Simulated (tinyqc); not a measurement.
n-type polysilicon, carrier trapping at grain boundaries: effect of the doping.

One-dimensional grains of size Lg, uniform ionised doping N, monovalent traps Qt at each boundary at a depth Et below (for electrons) or above (for holes) the band edge there, abrupt depletion of width W on each side of a boundary, Boltzmann statistics. xi is the distance from the band edge at the grain centre to the Fermi level. Trapped charge Qt/(1 + exp((xi + VB - Et)/Vt)) = 2 N W, barrier VB = q N W^2/(2 eps0 eps_r).

If the trap equation with xi = Vt ln(NB/N) has a root W < Lg/2, the grain is partly depleted; otherwise W = Lg/2 and the trap equation gives xi = Et - VB + Vt ln(Qt/(N Lg) - 1). N* = Qt/Lg. n0 = NB exp(-xi/Vt); mean density n0 (1 - 2 W/Lg) by charge balance in a partly depleted grain, and n0 (sqrt(pi)/2) erf(u)/u with u = sqrt(VB/Vt) in a fully depleted one; v = sqrt(kB T/(2 pi ms m0)); barrier resistivity Vt exp(VB/Vt)/(q fe n0 v Lg); grain resistivity (1 - 2 W/Lg)/(q n0 mug); effective mobility 1/(q mean density total resistivity). Rows with xi above 0.45 V, towards mid-gap, are left out, since the other carrier type is ignored.

Inputs (values chosen for the exercise); values of the order met in polycrystalline silicon: temperature T = 250 K; relative permittivity eps_r = 11.7; conduction-band density of states at T NB = 2.13e19 cm^-3; grain size Lg = 65 nm; trap density of a grain boundary Qt = 4.2e12 cm^-2; depth of the trap level from the majority band edge at the boundary Et = 0.46 eV; mass for thermionic emission ms = 0.6 m0; correction factor of the emission rate fe = 1; mobility inside the grains mug = 180 cm^2/(V s).

Constants: q = 1.602176634e-19 C, kB = 1.380649e-23 J/K, m0 = 9.1093837015e-31 kg, Vt = kB T/q, eps0 = 8.8541878128e-14 F/cm where lengths are in cm. Results are converted to the units shown.

Effect of the doping:
```
N (cm^-3),N/N*,depleted share 2 W/Lg,VB (V),xi (V),mean density (cm^-3),resistivity (ohm cm),effective mobility (cm^2/(V s))
1e17,0.1548,1.000,0.08168,0.4149,4.169e10,3.138e6,47.70
1.9e17,0.2940,1.000,0.1552,0.3237,2.099e12,1.380e6,2.155
3.4e17,0.5262,1.000,0.2777,0.1800,1.235e15,5.174e5,0.009770
6.1e17,0.9440,0.8431,0.3541,0.07654,9.573e16,1.474e5,4.425e-4
1.1e18,1.702,0.5800,0.3022,0.06384,4.620e17,7348,0.001839
2e18,3.095,0.3231,0.1705,0.05096,1.354e18,8.941,0.5156
3.6e18,5.571,0.1795,0.09473,0.03830,2.954e18,0.1551,13.62
6.4e18,9.905,0.1010,0.05328,0.02590,5.754e18,0.01697,63.94
```

What does the table show?

As N goes from 1e17 to 6.4e18, VB goes from 0.0817 through a maximum of 0.354 (at N = 6.1e17 among the rows listed) to 0.0533 V, the resistivity falls from 3.14e6 to 0.0170 ohm cm and the effective mobility goes from 47.7 through a minimum of 4.42e-4 (at N = 6.1e17 among the rows listed) to 63.9 cm^2/(V s). The steepest fall of the resistivity among the rows, as N^(-11.2), lies between N = 1.1e18 and 2e18 cm^-3; N* = 6.46e17 cm^-3. While the grain is fully depleted VB grows as N; once the traps are full it falls as 1/N. For N = 2e18, 3.6e18, 6.4e18 xi is under 2.5 Vt, where Boltzmann statistics begin to fail. For N = 6.1e17 the grain is near the changeover between partial and full depletion, within a few Debye lengths, where both limits are rough.

Numbers from tinyqc (`OMP_NUM_THREADS=1 python tinyqc.py 2830178 2830179 out.jsonl`; about 0.01 s on one thread of a shared Intel Xeon 2.30GHz).
